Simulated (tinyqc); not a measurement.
Surface potential of a MOS transistor: implicit equation and explicit approximations: two steps of the calculation.

p-type body, charge-sheet picture, depletion and inversion only, full ionisation (an idealisation for deep acceptors), Boltzmann statistics (rough once Na exp(x - xn) passes about Nc/7). In units of Vt: xg = (Vg - Vfb)/Vt, x = psi/Vt, G = gamma/sqrt(Vt), xn = (2 phiF + Vc)/Vt. The implicit equation is (xg - x)^2 = G^2 [x - 1 + exp(x - xn)] for x above about 3. Cox = eps0 eox/tox.

Inputs (values chosen for the exercise); band and dielectric values those of a made-up semiconductor:
- T = 250 K (temperature)
- eox = 8.77 (relative permittivity of the gate insulator (close to aluminium oxide))
- tox = 3.8 nm (insulator thickness)
- Vc = 0 V (channel-body voltage)

Constants: q = 1.602176634e-19 C, kB = 1.380649e-23 J/K, Vt = kB T/q, eps0 = 8.8541878128e-14 F/cm where lengths are in cm. Results are converted to the units shown.

Problem 1. New x. D = exp(x - xn), f = (xg - x)^2 - G^2 (x - 1 + D), f' = -2 (xg - x) - G^2 (1 + D), x(new) = x - f/f'.

x at the start = 61.65
G = 0.68436314
xn = 53.491148
xg = 94.228687

Find: D; f; f'; x after iteration 1.

Solution 1.

D = 3494
f = -603.5
f' = -1702
x after iteration 1 = 61.30

Problem 2. Potential, charges and gate control. psi = Vt x; N_dep = Cox Vt G sqrt(x - 1)/q; N_inv = (Cox Vt G/q) [sqrt(x - 1 + exp(x - xn)) - sqrt(x - 1)]; dpsi/dVg = 1/[1 + G^2 (1 + exp(x - xn))/(2 (xg - x))].

converged x = 61.217173
G = 0.68436314
xn = 53.491148
xg = 94.228687

Wanted: psi; N_dep; N_inv; dpsi/dVg.

Solution 2.

psi = 1.3188 V
N_dep = 1.4592e12 cm^-2
N_inv = 7.6113e12 cm^-2
dpsi/dVg = 0.058529

psi lies 7.7 Vt above 2 phiF + Vc.

Computed by the program tinyqc: `OMP_NUM_THREADS=1 python tinyqc.py 2122204 2122205 out.jsonl`, one thread of a shared Intel Xeon 2.30GHz, about 0.01 s for the whole run.
